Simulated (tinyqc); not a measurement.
Inside a calculation. Model: double-gate transistor below threshold, two-dimensional Poisson equation on a small mesh.

Computed by the program tinyqc: `OMP_NUM_THREADS=1 python tinyqc.py 2480059 2480060 out.jsonl`, one thread of a shared Intel Xeon 2.30GHz, about 0.09 s for the whole run. Printed values are rounded.

Half of a symmetric double-gate structure: row 0 is the mid-plane of the body, where the normal field vanishes. Mobile charge is neglected (subthreshold), the body is fully depleted, and potentials are counted from the intrinsic level; rows run upward to the gate, columns from source to drain.

Parameters, values chosen for the exercise; semiconductor permittivity made up:
- T = 400 K (temperature)
- eps_r = 13.9 (relative permittivity of the semiconductor)
- eox = 3.9 (relative permittivity of the insulator)
- tb = 6 nm (half the body thickness)
- tox = 1.8 nm (insulator thickness)
- L = 45 nm (channel length)
- Na = 0 cm^-3 (acceptor density of the depleted body)
- Vbi = 0.49 V (potential of the source)
- Vfb = -0.06 V (gate offset)
- Vg = -0.1 V (gate voltage)
- Vd = 0.3 V (drain voltage)

Constants: q = 1.602176634e-19 C, kB = 1.380649e-23 J/K, Vt = kB T/q, eps0 = 8.8541878128e-14 F/cm where lengths are in cm. Results are converted to the units shown.

## Coefficients of the five-point equations

Mesh: rows i = 0..2 in the semiconductor (step hs = tb/2, row 2 on the interface), then 2 step(s) ho = tox/2 up to the gate row 4; columns j = 0..6 (step hy = L/6). Box integration, divided by eps0: up_i = eps hy/h of the interval above row i, dn_i = that of the interval below (0 for row 0), lat_i = (sum of eps h/2 over the intervals above and below)/hy, s_i = -q Na w_i hy/eps0 with w_i the semiconductor height of the box (hs/2 for row 0 and the interface row, hs between, 0 in the insulator). Each free node obeys (up + dn + 2 lat) psi = up psi(above) + dn psi(below) + lat [psi(left) + psi(right)] + s.

```
row     up     dn    lat  s (V)
0    34.75      0   2.78      0
1    34.75  34.75   5.56      0
2     32.5  34.75  3.014      0
3     32.5   32.5  0.468      0
```

## Iteration 1: over-relaxation sweep (omega = 1.44)

psi at the start (fixed values on the edges, free nodes at the gate value) (V):
```
              j=0         j=1         j=2         j=3         j=4         j=5         j=6
row 0   0.4900000  -0.0400000  -0.0400000  -0.0400000  -0.0400000  -0.0400000   0.7900000
row 1   0.4900000  -0.0400000  -0.0400000  -0.0400000  -0.0400000  -0.0400000   0.7900000
row 2   0.4900000  -0.0400000  -0.0400000  -0.0400000  -0.0400000  -0.0400000   0.7900000
row 3   0.2250000  -0.0400000  -0.0400000  -0.0400000  -0.0400000  -0.0400000   0.3750000
row 4  -0.0400000  -0.0400000  -0.0400000  -0.0400000  -0.0400000  -0.0400000  -0.0400000
```

Free nodes: rows 0..3, columns 1..5, taken row by row from row 0, left to right. t = (up psi(above) + dn psi(below) + lat [psi(left) + psi(right)] + s)/(up + dn + 2 lat), with the newest neighbours; psi(new) = psi + 1.44 (t - psi).

psi after iteration 1 (V):
```
              j=0         j=1         j=2         j=3         j=4         j=5         j=6
row 0   0.4900000   0.0126345  -0.0347729  -0.0394809  -0.0399484   0.0424327   0.7900000
row 1   0.4900000   0.0453042  -0.0282840  -0.0385143  -0.0398205   0.0936105   0.7900000
row 2   0.4900000   0.0496436  -0.0266899  -0.0381971  -0.0397706   0.1004132   0.7900000
row 3   0.2250000   0.0263357  -0.0298748  -0.0386168  -0.0398230   0.0639058   0.3750000
row 4  -0.0400000  -0.0400000  -0.0400000  -0.0400000  -0.0400000  -0.0400000  -0.0400000
```

## Iteration 2: over-relaxation sweep (omega = 1.44)

As before.

psi after iteration 2 (V):
```
              j=0         j=1         j=2         j=3         j=4         j=5         j=6
row 0   0.4900000   0.0958892  -0.0142092  -0.0358176  -0.0311980   0.1728927   0.7900000
row 1   0.4900000   0.1162501  -0.0052207  -0.0334669  -0.0205556   0.2048633   0.7900000
row 2   0.4900000   0.1018024  -0.0071342  -0.0334884  -0.0180076   0.1822534   0.7900000
row 3   0.2250000   0.0342727  -0.0203544  -0.0357842  -0.0233630   0.0764440   0.3750000
row 4  -0.0400000  -0.0400000  -0.0400000  -0.0400000  -0.0400000  -0.0400000  -0.0400000
```

## Course of the iteration: over-relaxation sweep (omega = 1.44)

Stop when the largest change of psi is below 1e-7 V, or after 400 iterations. Fixed values: gate row Vg - Vfb; column 0 at Vbi and the last column at Vbi + Vd in the semiconductor, each running linearly to Vg - Vfb across the insulator.

Course of the iteration:
```
iteration  psi at row 0, j = 3 (V)  largest |change| of one entry (V)
1                      -0.03948089                              0.140
2                      -0.03581764                              0.130
3                      -0.02778651                             0.0841
4                      -0.01393367                             0.0421
5                      0.002972177                             0.0324
6                       0.01840957                             0.0154
7                       0.02820292                            9.79e-3
8                       0.03278682                            4.58e-3
9                       0.03456173                            3.12e-3
...                            ...                                ...
14                      0.03587451                            5.19e-5
15                      0.03589289                            2.32e-5
16                      0.03589993                            8.57e-6
17                      0.03590340                            4.12e-6
18                      0.03590475                            2.70e-6
19                      0.03590549                            1.17e-6
20                      0.03590583                            5.71e-7
21                      0.03590596                            2.29e-7
22                      0.03590602                            7.21e-8
```

Converged in 22 iterations. The changes do not fall evenly; from iteration 17 to 22 they shrink by a factor of 2.2 a step on average.

## Barrier, swing and barrier lowering

converged psi (V):
```
              j=0         j=1         j=2         j=3         j=4         j=5         j=6
row 0   0.4900000   0.1803601   0.0571807   0.0359060   0.0966444   0.3000602   0.7900000
row 1   0.4900000   0.1654433   0.0490283   0.0293450   0.0852302   0.2771383   0.7900000
row 2   0.4900000   0.1172237   0.0253989   0.0106930   0.0520523   0.2028639   0.7900000
row 3   0.2250000   0.0396109  -0.0070183  -0.0144497   0.0064270   0.0829832   0.3750000
row 4  -0.0400000  -0.0400000  -0.0400000  -0.0400000  -0.0400000  -0.0400000  -0.0400000
```

d psi/dVg on row 0: j=0 0.0000000, j=1 0.5879262, j=2 0.8280698, j=3 0.8883735, j=4 0.8280698, j=5 0.5879262, j=6 0.0000000
d psi/dVd on row 0: j=0 0.000000, j=1 0.006537, j=2 0.020192, j=3 0.055813, j=4 0.151738, j=5 0.405537, j=6 1.000000

The barrier is read along row 0, the path farthest from the gate. Take the node j of lowest psi: barrier Vbi - psi_j; swing Vt ln 10/(d psi_j/dVg); DIBL = (d psi_j/dVd)/(d psi_j/dVg). The derivatives solve the same equations with s = 0 and a unit change of that voltage.

j = 3
barrier = 0.4540940 V
swing = 89.34145 mV/decade
DIBL = 62.82636 mV/V

A mesh of 12, 8 and 80 steps (semiconductor, insulator, channel) gives a barrier of 0.465 V, a swing of 88.3 mV a decade and a DIBL of 43.6 mV/V; the small mesh puts the barrier 2.3 % below that.
